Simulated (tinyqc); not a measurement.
Chemically amplified photoresist: aerial image, acid generation, bake, development and line width: one step, computed by the program tinyqc.

Lines and spaces of pitch p with a two-beam-like image; x = 0 is the middle of the bright space. The resist is positive and treated as uniform in depth.

Task: Space width and dose latitude. Dose E(x) = E [1 + c cos(2 pi x/p)]; acid h = 1 - exp(-C E(x)). Bake: the acid image is blurred by a Gaussian of variance sigma^2 = 2 D t (each Fourier term k of h, taken on 64 points, is multiplied by exp(-4 pi^2 k^2 D t/p^2)). The quencher then removes q, h_eff = max(h_blurred - q, 0); protection m = exp(-k_amp t h_eff). Mack rate r = r_max (a + 1)(1 - m)^n/(a + (1 - m)^n) + r_min, a = ((n + 1)/(n - 1))(1 - m_th)^n. Edge: vertical development clears the film where r t_d >= d; the space width is twice the x where r = d/t_d. Dose sensitivity = d ln(width)/d ln E from widths at 1.005 E and E/1.005; image log-slope at the edge = |d ln E/dx|, normalised by the width (NILS); latitude for 10 % of width = 10 %/sensitivity.

Inputs (values chosen for the exercise, for a model resist at 248 nm): pitch p = 240 nm; image contrast c = 0.46; mean dose E = 7.82 mJ/cm^2; Dill parameter C = 0.043 cm^2/mJ; quencher load q, relative to the acid generator = 0.2; acid diffusivity D = 4.3 nm^2/s; bake time t = 90 s; amplification rate k_amp = 0.046 1/s; threshold protection m_th = 0.44; development selectivity n = 3; largest rate r_max = 230 nm/s; smallest rate r_min = 0.03 nm/s; resist thickness d = 180 nm; development time t_d = 30 s.

Give: space width; dose sensitivity; NILS; dose latitude.

Result:

space width = 148.9 nm

dose sensitivity = 1.354

NILS = 2.008

dose latitude = 7.384 %

At the same width a resist without blur would give a sensitivity 2/NILS = 0.996; the blur multiplies it by 1.36. Caution: lateral development, standing waves and the joint diffusion of acid and quencher are left out, so widths are indicative.
